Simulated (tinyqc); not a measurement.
Ways to converge the cycle: SCF convergence aids in the 3-21g basis, for H2, spin multiplicity 3. Computed by the program tinyqc with PySCF. UHF with one setting changed at a time; a run stops when the energy changes by less than 1e-09 hartree and the error matrix is below 1e-5. The start is the Wolfsberg-Helmholz matrix. Damping d keeps d of the old density; a shift (hartree) raises the virtual levels; DIIS n extrapolates F over n matrices.

Geometry (angstrom):
```
atom       x       y       z
H     0.0000  0.0000  0.0000
H     0.0000  0.0000  1.2060
```

lowest solution found by these runs and by PySCF with stability checks = -0.912421 hartree

Largest element of the error matrix X^T (FDS - SDF) X:
```
iteration    plain  damping 0.3  damping 0.6  shift 0.4   DIIS 3   DIIS 8
1          2.8e-01      2.8e-01      2.8e-01    2.8e-01  2.8e-01  2.8e-01
2          6.5e-02      1.3e-01      1.9e-01    1.1e-01  6.5e-02  6.5e-02
3          1.5e-02      6.0e-02      1.3e-01    4.5e-02  3.9e-03  3.9e-03
4          3.3e-03      2.7e-02      9.3e-02    1.7e-02  4.9e-05  4.9e-05
5          9.4e-04      1.2e-02      6.4e-02    6.8e-03  1.9e-08  1.5e-05
6          2.9e-04      5.7e-03      4.4e-02    2.7e-03  9.0e-13  9.2e-06
8          2.6e-05      1.2e-03      2.1e-02    5.3e-04        -        -
10         2.3e-06      2.6e-04      1.0e-02    1.1e-04        -        -
14               -      1.8e-05      2.3e-03    4.5e-06        -        -
20               -            -      2.5e-04          -        -        -
30               -            -      8.0e-06          -        -        -
```

How each run ends:
```
run          iterations  E (hartree)         state
plain                10     -0.91242  lowest found
damping 0.3          19     -0.91242  lowest found
damping 0.6          39     -0.91242  lowest found
shift 0.4            14     -0.91242  lowest found
DIIS 3                6     -0.91242  lowest found
DIIS 8                6     -0.91242  lowest found
```

What does the comparison show, and why?

6 of 6 runs reach the lowest solution found, in 6 to 39 iterations (fastest: DIIS 3, DIIS 8). Plain steps already contract here, so damping only slows them. DIIS 3 and DIIS 8 gain by cancelling the error over several earlier matrices, much as a quasi-Newton step does.
